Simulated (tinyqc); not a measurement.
Leakage through a gate insulator: direct, Fowler-Nordheim, trap-assisted and Poole-Frenkel currents: one step, computed by the program tinyqc. Command: `OMP_NUM_THREADS=1 python tinyqc.py 3024764 3024765 out.jsonl oxideleak walk`. One thread of a shared host (Intel(R) Xeon(R) Processor @ 2.30GHz), about 0.01 s of CPU time with the checks.

Electrons enter from the cathode Fermi level at x = 0; the conduction band of the insulator lies phi_b - e F x above it, F = V/t. WKB exponents use a parabolic band with mass m.

Problem. Field and tunnelling without traps. For a level a distance phi(x) below the band, the WKB exponent is 2 int kappa dx with kappa = sqrt(m phi/(hbar^2/2m_0)); for a linear barrier from phi_1 down to phi_2 = max(phi_1 - e F d, 0) it is G = (4/3) sqrt(m/(hbar^2/2m_0)) (phi_1^(3/2) - phi_2^(3/2))/(e F). J_tun = e^3 F^2/(16 pi^2 hbar m phi_b) x exp(-G) / [1 - sqrt(phi_2/phi_b)]^2 with the free-electron mass in the cathode (m in m_0), phi_2 = max(phi_b - e V, 0): direct tunnelling for e V < phi_b, Fowler-Nordheim above. Image forces, back-flow and the limit on supply are left out, so J_tun is overstated below about 0.5 V. Equivalent oxide thickness = 3.9 t/eps_ox.

Inputs (values chosen for the exercise, with an insulator like Al2O3):

| quantity | value | unit |
|---|---|---|
| thickness t | 5.5 | nm |
| barrier phi_b | 2.12 | eV |
| tunnelling mass m | 0.37 | m_0 |
| static constant eps_ox | 8.97 | - |
| voltage across the insulator V | 3.9 | V |

Constants: hbar^2/(2 m_0) = 3.80998212 eV angstrom^2; e = 1.602176634e-19 C; hbar = 1.054571817e-34 J s.

Give: field F; equivalent oxide thickness; WKB exponent G; tunnelling current J_tun.

Solution.

field F = 7.091 MV/cm

equivalent oxide thickness = 2.391 nm

WKB exponent G = 18.09

tunnelling current J_tun = 1.379 A/cm^2

The barrier is a triangle 2.99 nm long: Fowler-Nordheim tunnelling.
